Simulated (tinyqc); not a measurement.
Inside a calculation. Method: RHF in the 6-31g basis, for He, spin multiplicity 1. Computed by tinyqc, a small Python program that keeps every step (integrals from PySCF). Settings: charge = 0, multiplicity = 1, basis = 6-31g, energy threshold = 1e-09, iteration cap = 88, orthogonalisation = symmetric, start = core, DIIS depth = 8, method = RHF. Command: `OMP_NUM_THREADS=1 python tinyqc.py 27653 27654 out.jsonl` (the two numbers bound the seeds that draw the settings). One thread of a shared host (Intel(R) Xeon(R) Processor @ 2.60GHz), about 0.04 s of CPU time with the checks. Later iterations appear only in the table of the cycle.

## One-electron integrals

Geometry (angstrom):

| atom | x | y | z |
|---|---|---|---|
| He | 0.000000 | 0.000000 | 0.000000 |

Basis 6-31g: exponents (1/bohr^2) and contraction coefficients of normalised primitives:

| element | l (shell) | exponent | coefficient |
|---|---|---|---|
| He | s (1) | 38.421634 | 0.040140 |
| He | s (1) | 5.778030 | 0.261246 |
| He | s (1) | 1.241774 | 0.793185 |
| He | s (2) | 0.297964 | 1.000000 |

Overlap, kinetic and nuclear-attraction integrals over the contracted functions; the nuclear repulsion is the sum of Za Zb / Rab.

nuclear repulsion = 0 hartree

overlap S:
```
          1He 1s    1He 2s
1He 1s  1.000000  0.634148
1He 2s  0.634148  1.000000
```

kinetic energy T (hartree):
```
          1He 1s    1He 2s
1He 1s  2.925655  0.467227
1He 2s  0.467227  0.446946
```

nuclear attraction V (hartree):
```
           1He 1s     1He 2s
1He 1s  -4.805281  -2.013636
1He 2s  -2.013636  -1.742136
```

core Hamiltonian H = T + V (hartree):
```
           1He 1s     1He 2s
1He 1s  -1.879626  -1.546409
1He 2s  -1.546409  -1.295190
```

## Two-electron integrals

Functions are numbered as in S; the eight-fold symmetry (ij|kl) = (ji|kl) = (kl|ij) leaves the list below.

Two-electron integrals (ij|kl) in chemists' order, unique and non-zero (hartree):
```
(11|11) 1.543936   (21|11) 0.785447   (21|21) 0.427025   (22|11) 0.803952
(22|21) 0.476190   (22|22) 0.615938
```

## Orthogonalisation

S = U s U^T; symmetric (Loewdin) form X = U s^(-1/2) U^T, so that X^T S X = 1.

eigenvalues of S: 0.365852  1.634148

X:
```
           1He 1s     1He 2s
1He 1s   1.217774  -0.435508
1He 2s  -0.435508   1.217774
```

## Starting guess

The start is the orbitals of the core Hamiltonian; D = 2 C_occ C_occ^T.

D at the start:
```
          1He 1s    1He 2s
1He 1s  1.193605  0.482210
1He 2s  0.482210  0.194810
```

## Iteration 1: building the Fock matrix

J_ij = sum D_kl (ij|kl), K_ij = sum D_kl (ik|jl); F = H + J - 0.5 K; E = tr D H + tr D J / 2 - 0.25 tr D K + E_nn.

Coulomb J (hartree):
```
          1He 1s    1He 2s
1He 1s  2.756968  1.442112
1He 2s  1.442112  1.538839
```

exchange K (hartree):
```
          1He 1s    1He 2s
1He 1s  2.683539  1.623870
1He 2s  1.623870  1.088937
```

Fock matrix F (hartree):
```
           1He 1s     1He 2s
1He 1s  -0.464427  -0.916232
1He 2s  -0.916232  -0.300820
```

total energy of this density = -2.74190680 hartree

## Iteration 1: diagonalisation and new density

Diagonalise F' = X^T F X, C = X C', fill 1 alpha and 1 beta electrons from the bottom; D = 2 C_occ C_occ^T. Each column has its largest component positive (the first on a tie).

F' = X^T F X (hartree):
```
           1          2
1   0.226060  -1.126678
2  -1.126678   0.437655
```

orbital energies (hartree): MO1 -0.799778, MO2 1.463492

coefficients C:
```
             MO1        MO2
1He 1s  0.607247  -1.141881
1He 2s  0.497832   1.193652
```

D after iteration 1:
```
          1He 1s    1He 2s
1He 1s  0.737498  0.604614
1He 2s  0.604614  0.495673
```

## Iteration 2: building the Fock matrix

As before.

Coulomb J (hartree):
```
          1He 1s    1He 2s
1He 1s  2.486931  1.331671
1He 2s  1.331671  1.474038
```

exchange K (hartree):
```
          1He 1s    1He 2s
1He 1s  2.300099  1.559566
1He 2s  1.559566  1.196056
```

Fock matrix F (hartree):
```
           1He 1s     1He 2s
1He 1s  -0.542745  -0.994521
1He 2s  -0.994521  -0.419179
```

total energy of this density = -2.85441173 hartree

## Iteration 2: DIIS over 2 matrices

error matrix X^T (FDS - SDF) X:
```
           1         2
1   0.000000  0.056542
2  -0.056542  0.000000
```

B (overlaps of the stored error matrices):
```
               1              2
1  9.1105463e-01  7.6323664e-02
2  7.6323664e-02  6.3940202e-03
```

Minimise |sum c_i e_i|^2 with sum c_i = 1: solve [B -1; -1 0][c; lambda] = [0; -1] with B_ij = tr e_i^T e_j, and take F = sum c_i F_i.

DIIS coefficients: -0.091435  1.091435

extrapolated F (hartree):
```
           1He 1s     1He 2s
1He 1s  -0.549905  -1.001680
1He 2s  -1.001680  -0.430001
```

## Iteration 2: diagonalisation and new density

As before.

F' = X^T F X (hartree):
```
           1          2
1   0.165431  -1.155757
2  -1.155757   0.320503
```

orbital energies (hartree): MO1 -0.915388, MO2 1.401322

coefficients C:
```
             MO1        MO2
1He 1s  0.591983  -1.149869
1He 2s  0.513687   1.186915
```

D after iteration 2:
```
          1He 1s    1He 2s
1He 1s  0.700888  0.608188
1He 2s  0.608188  0.527749
```

## Iteration 3: building the Fock matrix

As before.

Coulomb J (hartree):
```
          1He 1s    1He 2s
1He 1s  2.461811  1.321243
1He 2s  1.321243  1.467767
```

exchange K (hartree):
```
          1He 1s    1He 2s
1He 1s  2.262888  1.550485
1He 2s  1.550485  1.203584
```

Fock matrix F (hartree):
```
           1He 1s     1He 2s
1He 1s  -0.549259  -1.000409
1He 2s  -1.000409  -0.429214
```

total energy of this density = -2.85516040 hartree

## Iteration 3: DIIS over 3 matrices

error matrix X^T (FDS - SDF) X:
```
          1          2
1  0.000000  -0.000365
2  0.000365   0.000000
```

B (overlaps of the stored error matrices):
```
                1               2               3
1   9.1105463e-01   7.6323664e-02  -4.9238651e-04
2   7.6323664e-02   6.3940202e-03  -4.1249713e-05
3  -4.9238651e-04  -4.1249713e-05   2.6611409e-07
```

As before.

DIIS coefficients: -0.041250  0.495909  0.545341

extrapolated F (hartree):
```
           1He 1s     1He 2s
1He 1s  -0.549528  -1.000961
1He 2s  -1.000961  -0.429534
```

## Iteration 3: diagonalisation and new density

As before.

F' = X^T F X (hartree):
```
           1          2
1   0.165317  -1.155003
2  -1.155003   0.320506
```

orbital energies (hartree): MO1 -0.914695, MO2 1.400519

coefficients C:
```
             MO1        MO2
1He 1s  0.592037  -1.149841
1He 2s  0.513632   1.186939
```

D after iteration 3:
```
          1He 1s    1He 2s
1He 1s  0.701016  0.608178
1He 2s  0.608178  0.527635
```

## Iteration 4: building the Fock matrix

As before.

Coulomb J (hartree):
```
          1He 1s    1He 2s
1He 1s  2.461900  1.321280
1He 2s  1.321280  1.467789
```

exchange K (hartree):
```
          1He 1s    1He 2s
1He 1s  2.263020  1.550518
1He 2s  1.550518  1.203558
```

Fock matrix F (hartree):
```
           1He 1s     1He 2s
1He 1s  -0.549237  -1.000388
1He 2s  -1.000388  -0.429179
```

total energy of this density = -2.85516042 hartree

## Iteration 4: DIIS over 4 matrices

error matrix X^T (FDS - SDF) X:
```
          1          2
1  0.000000  -0.000165
2  0.000165   0.000000
```

B (overlaps of the stored error matrices):
```
                1               2               3               4
1   9.1105463e-01   7.6323664e-02  -4.9238651e-04  -2.2215943e-04
2   7.6323664e-02   6.3940202e-03  -4.1249713e-05  -1.8611421e-05
3  -4.9238651e-04  -4.1249713e-05   2.6611409e-07   1.2006778e-07
4  -2.2215943e-04  -1.8611421e-05   1.2006778e-07   5.4173273e-08
```

As before.

DIIS coefficients: -0.026608  0.320919  0.352901  0.352788

extrapolated F (hartree):
```
           1He 1s     1He 2s
1He 1s  -0.549418  -1.000752
1He 2s  -1.000752  -0.429398
```

## Iteration 4: diagonalisation and new density

As before.

F' = X^T F X (hartree):
```
           1          2
1   0.165284  -1.154784
2  -1.154784   0.320507
```

orbital energies (hartree): MO1 -0.914493, MO2 1.400284

coefficients C:
```
             MO1        MO2
1He 1s  0.592053  -1.149833
1He 2s  0.513615   1.186946
```

D after iteration 4:
```
          1He 1s    1He 2s
1He 1s  0.701053  0.608175
1He 2s  0.608175  0.527602
```

## Iteration 10 (converged): orbitals

converged F (hartree):
```
           1He 1s     1He 2s
1He 1s  -0.549218  -1.000372
1He 2s  -1.000372  -0.429150
```

As before.

F' = X^T F X (hartree):
```
           1          2
1   0.165224  -1.154385
2  -1.154385   0.320508
```

orbital energies (hartree): MO1 -0.914127, MO2 1.399859

coefficients C:
```
             MO1        MO2
1He 1s  0.592081  -1.149818
1He 2s  0.513586   1.186959
```

D after iteration 10:
```
          1He 1s    1He 2s
1He 1s  0.701120  0.608169
1He 2s  0.608169  0.527541
```

## Convergence

Stop when the energy changes by less than 1e-09 hartree and every element of the error matrix X^T (F D S - S D F) X is below 9e-06.

Course of the cycle:

| iteration | E (hartree) | change | largest element of the error matrix |
|---|---|---|---|
| 1 | -2.74190680 | - | 6.75e-01 |
| 2 | -2.85441173 | -1.13e-01 | 5.65e-02 |
| 3 | -2.85516040 | -7.49e-04 | 3.65e-04 |
| 4 | -2.85516042 | -2.48e-08 | 1.65e-04 |
| 5 | -2.85516042 | -3.70e-09 | 1.06e-04 |
| 6 | -2.85516042 | -1.20e-09 | 7.83e-05 |
| 7 | -2.85516043 | -5.34e-10 | 6.20e-05 |
| 8 | -2.85516043 | -2.83e-10 | 5.13e-05 |
| 9 | -2.85516043 | -1.68e-10 | 4.38e-05 |
| 10 | -2.85516043 | -4.48e-10 | 5.49e-08 |

PySCF RHF in the same basis = -2.85516043 hartree

Converged in 10 iterations.

## Populations

Mulliken: Z minus the diagonal of D S on the atom; Loewdin: the same with S^(1/2) D S^(1/2).

Charges (e):

| atom | Mulliken | Loewdin |
|---|---|---|
| 1He | 0 | 0 |
